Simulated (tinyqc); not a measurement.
Zener tunnelling in a reverse-biased junction, two-band WKB: effect of temperature.

Abrupt p-n junction, depletion approximation. Energies E are counted from the conduction-band edge of the neutral n side; its Fermi level lies at dn, that of the p side at dn - V, and the valence-band edge of the neutral p side at Em = dn + dp - V. Tunnelling needs 0 < E < Em. Two-band dispersion with equal masses m: inside the gap kappa = sqrt(m u (1 - u/Eg)/C), u the distance from a band edge, C = hbar^2/(2 m0).

Nc and Nv are given at 300 K and scale as (T/300 K)^1.5; Eg, m and eps_r are held. Nd = Nc F12(dn/Vt), Na = Nv F12(dp/Vt), F12(x) = (2/sqrt(pi)) int_0^infinity sqrt(u)/(1 + exp(u - x)) du; dn = EF - Ec on the n side, dp = Ev - EF on the p side (negative outside the bands); Vbi = Eg + dn + dp. W = sqrt(2 eps0 eps_r (Vbi - V)(1/Na + 1/Nd)/q), mean field F = (Vbi - V)/W, peak field 2 F. In a uniform field F the exponent is S = pi sqrt(m/C) Eg^1.5/(4 F). Transverse energy Et = C kt^2/m raises it to S (1 + 4 Et/Eg), so T = exp(-S) exp(-Et/Eb) with Eb = Eg/(4 S). KJ = (2 q^2/h) m/(4 pi C) (times 1e14 for A/cm^2 per eV^2). J = KJ exp(-S) Eb times the integral from 0 to Em of [f(E - dn) - f(E - dn + V)] [1 - exp(-min(E, Em - E)/Eb)] dE, f(x) = 1/(1 + exp(x/Vt)), with S and Eb from the mean field; J > 0 flows from p to n.

Inputs (values chosen for the exercise); band and dielectric values those of a made-up semiconductor:
- Eg = 0.518 eV (band gap)
- eps_r = 18.6 (relative permittivity)
- Nc = 8.05e18 cm^-3 (conduction-band density of states at 300 K)
- Nv = 6.44e18 cm^-3 (valence-band density of states at 300 K)
- m = 0.16 m0 (band-edge mass of the two-band model)
- Na = 2.4e19 cm^-3 (acceptor density)
- Nd = 2.2e18 cm^-3 (donor density)
- V = -1.6 V (bias of the p side)

Constants: q = 1.602176634e-19 C, kB = 1.380649e-23 J/K, hbar = 1.054571817e-34 J s, h = 6.62607015e-34 J s, m0 = 9.1093837015e-31 kg, Vt = kB T/q, eps0 = 8.8541878128e-14 F/cm where lengths are in cm, hbar^2/(2 m0) = 0.0380998212 eV nm^2. Results are converted to the units shown.

Effect of temperature:

| T (K) | Vbi (V) | mean field (MV/cm) | S | J (A/cm^2) |
|---|---|---|---|---|
| 50 | 0.6047 | 0.4649 | 12.91 | -102.8 |
| 100 | 0.5996 | 0.4643 | 12.92 | -100.9 |
| 150 | 0.5914 | 0.4635 | 12.95 | -97.86 |
| 200 | 0.5807 | 0.4624 | 12.98 | -94.03 |
| 300 | 0.5534 | 0.4595 | 13.06 | -84.77 |
| 400 | 0.5196 | 0.4558 | 13.16 | -74.31 |

Vbi falls from 0.605 to 0.520 V, S rises from 12.9 to 13.2, and |J| falls from 103 to 74.3 A/cm^2, a spread of a factor 1.38. That is small against a thermally activated current. The shrinking of the gap with temperature, left out here, would raise J.

Range of the model: Parabolic densities of states, no band tails and no gap narrowing, all of which matter at such doping.

Numbers from tinyqc (`OMP_NUM_THREADS=1 python tinyqc.py 2620095 2620096 out.jsonl`; about 0.01 s on one thread of a shared Intel Xeon 2.30GHz).
